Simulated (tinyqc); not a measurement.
Charge neutrality of a doped semiconductor with incomplete ionisation: one step, computed by the program tinyqc.

Energies are counted from the top of the valence band; E_D is measured down from the conduction band and E_A up from the valence band.

Problem. Densities at the solution. n = N_c F_1/2((E_F - E_g)/k_B T), p = N_v F_1/2(-E_F/k_B T). F_1/2(eta) = (2/sqrt(pi)) int_0^infinity sqrt(x)/(1 + exp(x - eta)) dx, by the trapezoid rule in t = sqrt(x) with step 0.02 up to t = 12 (for eta < -12 by exp(eta) - exp(2 eta)/2^(3/2)). N_D+ = N_D/(1 + g_D exp((E_F - E_g + E_D)/k_B T)). N_A- = N_A/(1 + g_A exp((E_A - E_F)/k_B T)).

Inputs (values chosen for the exercise, for a model semiconductor):

| quantity | value | unit |
|---|---|---|
| donor density N_D | 2.8e+14 | cm^-3 |
| acceptor density N_A | 1.4e+13 | cm^-3 |
| donor depth E_D | 0.0335 | eV |
| acceptor depth E_A | 0.137 | eV |
| donor degeneracy g_D | 2 | - |
| acceptor degeneracy g_A | 4 | - |
| temperature T | 300 | K |

Doping: n-type, compensated. Statistics of the bands: Fermi-Dirac.

Fermi level E_F (last iterate) = 2.843682 eV

gap E_g = 3.073978 eV

N_c = 1.964485e+18 cm^-3

N_v = 1.600661e+19 cm^-3

k_B T = 0.02585200 eV

Give: majority density n; minority density p; ionised share of the donors; distance of E_F from the majority band edge.

Solution.

majority density n = 2.657e+14 cm^-3

minority density p = 2.707e-29 cm^-3

ionised share of the donors = 0.9990

distance of E_F from the majority band edge = 0.2303 eV
